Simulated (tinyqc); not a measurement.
Worked calculation: Luttinger-Kohn k.p, four valence bands. Computed by tinyqc, a small Python program that keeps every step. Settings: g1 = 7.74, g2 = 1.52, g3 = 2.89. Command: `OMP_NUM_THREADS=1 python tinyqc.py 27616 27617 out.jsonl` (the two numbers bound the seeds that draw the settings). One thread of a shared host (Intel(R) Xeon(R) Processor @ 2.60GHz), about 0.01 s of CPU time with the checks.

## Bloch Hamiltonian at k

Luttinger parameters chosen for this model; energies are counted downward from the top of the valence band:
```
parameter     value  unit
g1         7.740000
g2         1.520000
g3         2.890000
```

k point k (1/angstrom): 0.0450  0.0360  -0.0450

P = c g1 k^2, Q = c g2 (kx^2 + ky^2 - 2 kz^2), R = c sqrt3 [-g2 (kx^2 - ky^2) + 2i g3 kx ky], S = 2 c sqrt3 g3 (kx - i ky) kz, c = hbar^2/2m = 3.809982 eV angstrom^2; rows [P+Q, -S, R, 0], [-S*, P-Q, 0, R], [R*, 0, P-Q, S], [0, R*, S*, P+Q]. The path ends lie at |k| = 0.06 1/angstrom.

H(k) at k (eV):
```
                  3/2              1/2             -1/2             -3/2
3/2            0.1534   0.0772-0.0618i  -0.0073+0.0618i           0.0000
1/2    0.0772+0.0618i           0.1619           0.0000  -0.0073+0.0618i
-1/2  -0.0073-0.0618i           0.0000           0.1619  -0.0772+0.0618i
-3/2           0.0000  -0.0073-0.0618i  -0.0772-0.0618i           0.1534
```

## Levels at k

Diagonalise the Hermitian matrix.

eigenvalues (eV): 0.0407  0.0407  0.2746  0.2746

## Bands along a path

The same steps at evenly spaced points between the labelled ones.

Bands along the path (eV):
```
k             band 1  band 2  band 3  band 4
[111]         0.0269  0.0269  0.1854  0.1854
[111]-G 0.20  0.0172  0.0172  0.1187  0.1187
[111]-G 0.40  0.0097  0.0097  0.0668  0.0668
[111]-G 0.60  0.0043  0.0043  0.0297  0.0297
[111]-G 0.80  0.0011  0.0011  0.0074  0.0074
G             0.0000  0.0000  0.0000  0.0000
G-[100] 0.20  0.0026  0.0026  0.0059  0.0059
G-[100] 0.40  0.0103  0.0103  0.0237  0.0237
G-[100] 0.60  0.0232  0.0232  0.0532  0.0532
G-[100] 0.80  0.0413  0.0413  0.0946  0.0946
[100]         0.0645  0.0645  0.1479  0.1479
```

## Hole masses

E = c [g1 k^2 -/+ 2 sqrt(g2^2 k^4 + 3 (g3^2 - g2^2)(kx^2 ky^2 + ky^2 kz^2 + kz^2 kx^2))] with c = hbar^2/2m, and m* = hbar^2 k^2 / (2 E).

Masses (electron masses):
```
direction   heavy   light
[100]      0.2128  0.0928
[110]      0.3986  0.0771
[111]      0.5102  0.0740
```
